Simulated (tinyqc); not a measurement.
# Vertical double-diffused power MOSFET, components of the on-resistance: two studies

Stripe cells of pitch Wp + a, two channels a cell. Current flows through the channels, spreads in the accumulation layer, passes the gap between the p bodies and spreads at 45 degrees into the drift layer below them. Low drain voltage, full ionisation.

Inputs (values chosen for the exercise); bulk values close to those of gallium nitride: temperature T = 450 K; relative permittivity eps_r = 9.75; critical-field constant Kc = 25700 V/cm per (cm^-3)^(1/8); rated breakdown voltage of the drift layer BV = 1700 V; drift mobility at 300 K mud = 876 cm^2/(V s); temperature exponent of the drift mobility bt = 2.1; gate oxide thickness (eps_r 3.9) tox = 40 nm; gate overdrive Vov = 7 V; channel mobility mch = 21 cm^2/(V s); accumulation-layer mobility mac = 90 cm^2/(V s); channel length Lc = 1.2 um; width of the p body in one cell, channels included Wp = 7 um; gap between neighbouring p bodies a = 4.4 um; depth of the p body xp = 1.4 um; doping of the gap over the drift doping Nj = 5; built-in voltage of the body junction Vbi = 2.96 V; substrate and contact resistance Rs = 0.47 mohm cm^2.

Constants: q = 1.602176634e-19 C, eps0 = 8.8541878128e-14 F/cm where lengths are in cm. Results are converted to the units shown.

Each table varies one quantity; the others keep the values above.

## On-resistance against the rated breakdown voltage of the drift layer

Triangular field at breakdown with Ec = Kc N^(1/8): BV = eps0 eps_r Ec^2/(2 q N), so N = (eps0 eps_r Kc^2/(2 q BV))^(4/3); W = 2 BV/Ec; mu = mud (T/300 K)^(-bt); rho = 1/(q mu N); ideal resistance rho W. Pitch p = Wp + a, Cox = 3.9 eps0/tox; zero-bias depletion in the gap w0 = sqrt(2 eps0 eps_r Vbi/(q N Nj)), open gap g = a - 2 w0; R_ch = Lc p/(2 mch Cox Vov); R_acc = 0.6 a p/(4 mac Cox Vov), 0.6 being an empirical factor for current leaving the layer along its length; R_gap = (rho/Nj) xp p/g; spreading depth t = min(W, (p - g)/2); R_drift = (rho p/2) ln((g + 2 t)/g) + rho (W - t); R_on = the sum with Rs.

The same in every row: R_ch (mohm cm^2) = 5.390; R_acc (mohm cm^2) = 1.383.

On-resistance against the rated breakdown voltage of the drift layer:
```
BV (V),R_gap (mohm cm^2),R_drift (mohm cm^2),R_on (mohm cm^2),ideal (mohm cm^2),largest term
300,0.01169,0.05295,7.308,0.02698,channel
490,0.02281,0.1541,7.420,0.09199,channel
800,0.04473,0.4384,7.727,0.3133,channel
1300,0.08787,1.305,8.636,1.055,channel
2100,0.1733,4.003,11.42,3.498,channel
3500,0.3641,13.64,21.25,12.54,drift
5600,0.7413,42.93,50.91,40.62,drift
9200,1.649,145.8,154.7,140.5,drift
15000,3.962,490.0,501.2,477.0,drift
```

What does the comparison show?

R_on rises from 7.31 to 501 mohm cm^2. The channel term is the largest at BV = 300, the drift term from 3500 on. R_on is 271 times the ideal drift resistance in the first row and 1.05 times in the last. The ideal resistance goes as BV^(2.50), and R_on as BV^(2.40) between the last two rows.

## On-resistance against the gap between neighbouring p bodies

Same model as above.

The same in every row: ideal (mohm cm^2) = 2.0624.

On-resistance against the gap between neighbouring p bodies:
```
a (um),R_ch (mohm cm^2),R_acc (mohm cm^2),R_gap (mohm cm^2),R_drift (mohm cm^2),R_on (mohm cm^2),largest term
0.59,3.5886,0.12351,3.3388,4.0551,11.576,drift
0.87,3.7210,0.18884,0.91096,3.3475,8.6383,channel
1.3,3.9243,0.29759,0.45071,2.9911,8.1337,channel
1.9,4.2080,0.46638,0.27763,2.7621,8.1840,channel
2.9,4.6808,0.79183,0.18068,2.5728,8.6960,channel
4.3,5.3427,1.3401,0.13045,2.4390,9.7223,channel
6.3,6.2883,2.3109,0.10069,2.3393,11.509,channel
9.4,7.7540,4.2518,0.080958,2.2600,14.817,channel
14,9.9289,8.1086,0.068369,2.2017,20.777,channel
```

R_on goes from 11.6 through a minimum of 8.13 (at a = 1.3 among the rows listed) to 20.8 mohm cm^2. The drift term is the largest at a = 0.59, the channel term from 0.87 on. R_on is 5.61 times the ideal drift resistance in the first row and 10.1 times in the last. A narrow gap chokes the current while a wide one lengthens the pitch and so dilutes the channels, which gives the minimum.

Computed by the program tinyqc: `OMP_NUM_THREADS=1 python tinyqc.py 2230143 2230144 out.jsonl`, one thread of a shared Intel Xeon 2.30GHz, about 0.01 s for the whole run.
